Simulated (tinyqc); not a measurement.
Hueckel theory of the pi electrons with the omega technique, for the molecule C=C1C=CC=CC=C1 (SMILES; centres numbered as the heavy atoms are written), step by step. Computed by tinyqc, a small Python program that keeps every step. Settings: charge = 0, omega = 1.4, damping = 0.7. Command: `OMP_NUM_THREADS=1 python tinyqc.py 25204 25205 out.jsonl` (the two numbers bound the seeds that draw the settings). One thread of a shared host (Intel(R) Xeon(R) Processor @ 2.60GHz), about 0.01 s of CPU time with the checks.

## The Hueckel matrix

Centres:
```
centre  z_r, pi electrons of the neutral centre        h
1C                                            1  0.00000
2C                                            1  0.00000
3C                                            1  0.00000
4C                                            1  0.00000
5C                                            1  0.00000
6C                                            1  0.00000
7C                                            1  0.00000
8C                                            1  0.00000
```

Bonds:
```
i  j  k
1  2  1
2  3  1
3  4  1
4  5  1
5  6  1
6  7  1
7  8  1
8  2  1
```

H_rr = alpha + h_r beta, H_rs = k_rs beta for bonded centres.

Hueckel matrix in units of beta (H = alpha + beta A), order 1C, 2C, 3C, 4C, 5C, 6C, 7C, 8C:
```
[[0.00000, 1.00000, 0.00000, 0.00000, 0.00000, 0.00000, 0.00000, 0.00000],
 [1.00000, 0.00000, 1.00000, 0.00000, 0.00000, 0.00000, 0.00000, 1.00000],
 [0.00000, 1.00000, 0.00000, 1.00000, 0.00000, 0.00000, 0.00000, 0.00000],
 [0.00000, 0.00000, 1.00000, 0.00000, 1.00000, 0.00000, 0.00000, 0.00000],
 [0.00000, 0.00000, 0.00000, 1.00000, 0.00000, 1.00000, 0.00000, 0.00000],
 [0.00000, 0.00000, 0.00000, 0.00000, 1.00000, 0.00000, 1.00000, 0.00000],
 [0.00000, 0.00000, 0.00000, 0.00000, 0.00000, 1.00000, 0.00000, 1.00000],
 [0.00000, 1.00000, 0.00000, 0.00000, 0.00000, 0.00000, 1.00000, 0.00000]]
```

## Orbitals, round 1

pi electrons, sum of z_r less the charge = 8

Diagonalise; E = alpha + x beta with beta < 0, so the largest x are filled first; degenerate levels share their electrons. P = sum n_i c_ri c_si; each orbital has its largest coefficient positive (the first on a tie).

x values: [2.09118, 1.44272, 1.24698, 0.21629, -0.44504, -0.77638, -1.80194, -1.97382]

occupations: [2.00000, 2.00000, 2.00000, 2.00000, 0.00000, 0.00000, 0.00000, 0.00000]

coefficients, order 1C, 2C, 3C, 4C, 5C, 6C, 7C, 8C:
```
[[0.23158, -0.33288, 0.00000, 0.70061, 0.00000, 0.50236, 0.00000, -0.30387],
 [0.48428, -0.48026, 0.00000, 0.15154, 0.00000, -0.39002, 0.00000, 0.59979],
 [0.39057, -0.18000, 0.41791, -0.33392, 0.52112, -0.09978, 0.23192, -0.44000],
 [0.33247, 0.22057, 0.52112, -0.22376, -0.23192, 0.46749, -0.41791, 0.26869],
 [0.30469, 0.49822, 0.23192, 0.28552, -0.41791, -0.26317, 0.52112, -0.09035],
 [0.30469, 0.49822, -0.23192, 0.28552, 0.41791, -0.26317, -0.52112, -0.09035],
 [0.33247, 0.22057, -0.52112, -0.22376, 0.23192, 0.46749, 0.41791, 0.26869],
 [0.39057, -0.18000, -0.41791, -0.33392, -0.52112, -0.09978, -0.23192, -0.44000]]
```

charge and bond-order matrix P, order 1C, 2C, 3C, 4C, 5C, 6C, 7C, 8C:
```
[[1.31059, 0.75638, -0.16716, -0.30640, 0.20950, 0.20950, -0.30640, -0.16716],
 [0.75638, 0.97628, 0.44998, 0.04234, -0.09690, -0.09690, 0.04234, 0.44998],
 [-0.16716, 0.44998, 0.94218, 0.76530, 0.06181, -0.32587, -0.10582, 0.24360],
 [-0.30640, 0.04234, 0.76530, 0.96165, 0.53633, 0.05289, -0.12462, -0.10582],
 [0.20950, -0.09690, 0.06181, 0.53633, 0.95273, 0.73758, 0.05289, -0.32587],
 [0.20950, -0.09690, -0.32587, 0.05289, 0.73758, 0.95273, 0.53633, 0.06181],
 [-0.30640, 0.04234, -0.10582, -0.12462, 0.05289, 0.53633, 0.96165, 0.76530],
 [-0.16716, 0.44998, 0.24360, -0.10582, -0.32587, 0.06181, 0.76530, 0.94218]]
```

## Omega technique, round 1

h_r = h_r(0) + omega q_r, omega = 1.4, with q_r = z_r - P_rr; 0.7 of the old diagonal is kept.

matrix after round 1, order 1C, 2C, 3C, 4C, 5C, 6C, 7C, 8C:
```
[[-0.13045, 1.00000, 0.00000, 0.00000, 0.00000, 0.00000, 0.00000, 0.00000],
 [1.00000, 0.00996, 1.00000, 0.00000, 0.00000, 0.00000, 0.00000, 1.00000],
 [0.00000, 1.00000, 0.02428, 1.00000, 0.00000, 0.00000, 0.00000, 0.00000],
 [0.00000, 0.00000, 1.00000, 0.01611, 1.00000, 0.00000, 0.00000, 0.00000],
 [0.00000, 0.00000, 0.00000, 1.00000, 0.01985, 1.00000, 0.00000, 0.00000],
 [0.00000, 0.00000, 0.00000, 0.00000, 1.00000, 0.01985, 1.00000, 0.00000],
 [0.00000, 0.00000, 0.00000, 0.00000, 0.00000, 1.00000, 0.01611, 1.00000],
 [0.00000, 1.00000, 0.00000, 0.00000, 0.00000, 0.00000, 1.00000, 0.02428]]
```

## Orbitals, round 2

As before.

x values: [2.10184, 1.44463, 1.26635, 0.16465, -0.42319, -0.80002, -1.78292, -1.97135]

occupations: [2.00000, 2.00000, 2.00000, 2.00000, 0.00000, 0.00000, 0.00000, 0.00000]

coefficients, order 1C, 2C, 3C, 4C, 5C, 6C, 7C, 8C:
```
[[0.21334, -0.31110, 0.00000, 0.67991, 0.00000, 0.53677, 0.00000, -0.32758],
 [0.47625, -0.49000, 0.00000, 0.20064, 0.00000, -0.35940, 0.00000, 0.60304],
 [0.39145, -0.19595, 0.41897, -0.32444, 0.52048, -0.12283, 0.23145, -0.43362],
 [0.33702, 0.21169, 0.52039, -0.24618, -0.23290, 0.46065, -0.41827, 0.26230],
 [0.31148, 0.49835, 0.23164, 0.28787, -0.41816, -0.25312, 0.52104, -0.08769],
 [0.31148, 0.49835, -0.23164, 0.28787, 0.41816, -0.25312, -0.52104, -0.08769],
 [0.33702, 0.21169, -0.52039, -0.24618, 0.23290, 0.46065, 0.41827, 0.26230],
 [0.39145, -0.19595, -0.41897, -0.32444, -0.52048, -0.12283, -0.23145, -0.43362]]
```

charge and bond-order matrix P, order 1C, 2C, 3C, 4C, 5C, 6C, 7C, 8C:
```
[[1.20915, 0.78092, -0.15223, -0.32267, 0.21428, 0.21428, -0.32267, -0.15223],
 [0.78092, 1.01434, 0.43469, 0.01476, -0.07618, -0.07618, 0.01476, 0.43469],
 [-0.15223, 0.43469, 0.94485, 0.77669, 0.05588, -0.33233, -0.09542, 0.24271],
 [-0.32267, 0.01476, 0.77669, 0.97961, 0.52029, 0.03811, -0.10361, -0.09542],
 [0.21428, -0.07618, 0.05588, 0.52029, 0.96380, 0.74916, 0.03811, -0.33233],
 [0.21428, -0.07618, -0.33233, 0.03811, 0.74916, 0.96380, 0.52029, 0.05588],
 [-0.32267, 0.01476, -0.09542, -0.10361, 0.03811, 0.52029, 0.97961, 0.77669],
 [-0.15223, 0.43469, 0.24271, -0.09542, -0.33233, 0.05588, 0.77669, 0.94485]]
```

## Omega technique, round 2

As before.

matrix after round 2, order 1C, 2C, 3C, 4C, 5C, 6C, 7C, 8C:
```
[[-0.17916, 1.00000, 0.00000, 0.00000, 0.00000, 0.00000, 0.00000, 0.00000],
 [1.00000, 0.00095, 1.00000, 0.00000, 0.00000, 0.00000, 0.00000, 1.00000],
 [0.00000, 1.00000, 0.04016, 1.00000, 0.00000, 0.00000, 0.00000, 0.00000],
 [0.00000, 0.00000, 1.00000, 0.01984, 1.00000, 0.00000, 0.00000, 0.00000],
 [0.00000, 0.00000, 0.00000, 1.00000, 0.02910, 1.00000, 0.00000, 0.00000],
 [0.00000, 0.00000, 0.00000, 0.00000, 1.00000, 0.02910, 1.00000, 0.00000],
 [0.00000, 0.00000, 0.00000, 0.00000, 0.00000, 1.00000, 0.01984, 1.00000],
 [0.00000, 1.00000, 0.00000, 0.00000, 0.00000, 0.00000, 1.00000, 0.04016]]
```

## Convergence

Each round sets h_r = h_r(0) + omega (z_r - P_rr), keeping the share named as damping of the old diagonal; repeat until output and input diagonals agree to 1e-6.

Rounds:
```
round  sum n x  largest |h(out) - h(in)|
1      9.99435                  4.35e-01
2      9.95496                  1.62e-01
3      9.94301                  6.40e-02
4      9.93826                  2.82e-02
5      9.93603                  1.87e-02
6      9.93487                  1.20e-02
7      9.93423                  7.58e-03
8      9.93386                  4.72e-03
9      9.93365                  2.92e-03
10     9.93352                  1.80e-03
11     9.93344                  1.11e-03
12     9.93340                  6.80e-04
13     9.93337                  4.17e-04
14     9.93335                  2.55e-04
15     9.93334                  1.56e-04
16     9.93333                  9.57e-05
17     9.93333                  5.85e-05
18     9.93333                  3.58e-05
19     9.93333                  2.19e-05
20     9.93333                  1.34e-05
21     9.93333                  8.19e-06
22     9.93333                  5.01e-06
23     9.93333                  3.06e-06
24     9.93333                  1.87e-06
25     9.93332                  1.15e-06
26     9.93332                  7.01e-07
```

Converged in 26 rounds.

## Energy, charges, bond orders

final x values: [2.10580, 1.44036, 1.28512, 0.13538, -0.39529, -0.82376, -1.76513, -1.98247]

occupations: [2.00000, 2.00000, 2.00000, 2.00000, 0.00000, 0.00000, 0.00000, 0.00000]

final P, order 1C, 2C, 3C, 4C, 5C, 6C, 7C, 8C:
```
[[1.15439, 0.79353, -0.13789, -0.32988, 0.21307, 0.21307, -0.32988, -0.13789],
 [0.79353, 1.02375, 0.42546, -0.00361, -0.06198, -0.06198, -0.00361, 0.42546],
 [-0.13789, 0.42546, 0.95658, 0.78436, 0.05346, -0.33673, -0.09120, 0.24146],
 [-0.32988, -0.00361, 0.78436, 0.98378, 0.50856, 0.03083, -0.08820, -0.09120],
 [0.21307, -0.06198, 0.05346, 0.50856, 0.97057, 0.75767, 0.03083, -0.33673],
 [0.21307, -0.06198, -0.33673, 0.03083, 0.75767, 0.97057, 0.50856, 0.05346],
 [-0.32988, -0.00361, -0.09120, -0.08820, 0.03083, 0.50856, 0.98378, 0.78436],
 [-0.13789, 0.42546, 0.24146, -0.09120, -0.33673, 0.05346, 0.78436, 0.95658]]
```

E = sum n x; q_r = z_r - P_rr; bond order p = P_rs; free valence = sqrt(3) - sum of p over the bonds of the atom.

pi energy = 8 alpha + this times beta = 9.93332

pi charges: [-0.15439, -0.02375, 0.04342, 0.01622, 0.02943, 0.02943, 0.01622, 0.04342]

Bond orders and lengths from R = 1.517 - 0.180 p (angstrom, C-C alone):
```
bond        p        R
1-2   0.79353  1.37416
2-3   0.42546  1.44042
3-4   0.78436  1.37582
4-5   0.50856  1.42546
5-6   0.75767  1.38062
6-7   0.50856  1.42546
7-8   0.78436  1.37582
8-2   0.42546  1.44042
```

free valence of the carbons: [0.93852, 0.08760, 0.52223, 0.43913, 0.46582, 0.46582, 0.43913, 0.52223]

gap between the highest filled and the next level = 0.53067 |beta|
